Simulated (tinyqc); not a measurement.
# Worked calculation: trench capacitor in an array: capacitance, non-linearity, leakage and relaxation

Computed by the program tinyqc: `OMP_NUM_THREADS=1 python tinyqc.py 2102008 2102009 out.jsonl`, one thread of a shared Intel Xeon 2.30GHz, about 0.01 s for the whole run. Printed values are rounded.

A film between two metal electrodes, each interface adding a series capacitance ci. The small-signal permittivity is ek (1 + aq E^2); the field is found with the linear permittivity. Leakage J = J0 sinh(E/Ef). After a voltage step the film passes a relaxation current kr C V tt^(-nr), tt being the time in seconds. The sidewall is a coaxial capacitor with radii a = dm/2 - t and b = dm/2, depth AR dm; the end face is left out.

Parameters, values chosen for the exercise; permittivity of the order of that of hafnium oxide:
- ek = 19.3 (relative permittivity of the film)
- t = 5.5 nm (film thickness)
- ci = 1000 uF/cm^2 (capacitance of each electrode interface (dead layer and screening))
- aq = 0.0042 cm^2/MV^2 (quadratic field coefficient of the permittivity)
- V = 1.7 V (bias)
- J0 = 1e-11 A/cm^2 (leakage prefactor)
- Ef = 0.32 MV/cm (field for an e-fold rise of the leakage)
- dm = 62 nm (diameter of the hole)
- AR = 70 (aspect ratio, depth over diameter)
- pt = 110 nm (pitch of the square array)
- rho = 140 uohm cm (resistivity of the inner electrode)

Constants: eps0 = 8.8541878128e-14 F/cm where lengths are in cm. Results are converted to the units shown.

## Planar capacitance, field and non-linearity

Planar film: Cf = eps0 ek/t, 1/C = 1/Cf + 2/ci, EOT = 3.9 eps0/C, effective permittivity C t/eps0, E = (V/t) C/Cf; quadratic coefficient [C(V)/C - 1]/V^2 with Cf (1 + aq E^2) in C(V).

Cf = 3.10701 uF/cm^2
C = 3.08783 uF/cm^2
EOT = 1.11831 nm
effective permittivity = 19.1808
E = 3.07182 MV/cm
quadratic coefficient = 13625.3 ppm/V^2
J = 7.37826e-8 A/cm^2

The interfaces take 0.618 % of the voltage.

## Cell capacitance, fields and time constant

Per length 1/c = ln(b/a)/(2 pi eps0 ek) + (1/a + 1/b)/(2 pi ci); cell capacitance c AR dm; per footprint over pt^2; fields c V/(2 pi eps0 ek r) at r = a and b; resistance of the inner electrode rho AR dm/(pi a^2); time constant R C/3 of the distributed line.

a = 25.5 nm
b = 31 nm
cell capacitance = 23.7108 fF
capacitance per footprint = 195.957 uF/cm^2
field at a = 3.39219 MV/cm
field at b = 2.79035 MV/cm
R = 2.97432 kohm
R C/3 = 23.5078 ps

The array gives 63.5 times the planar capacitance per footprint; curvature makes the field at the inner electrode 1.10 times the planar value.
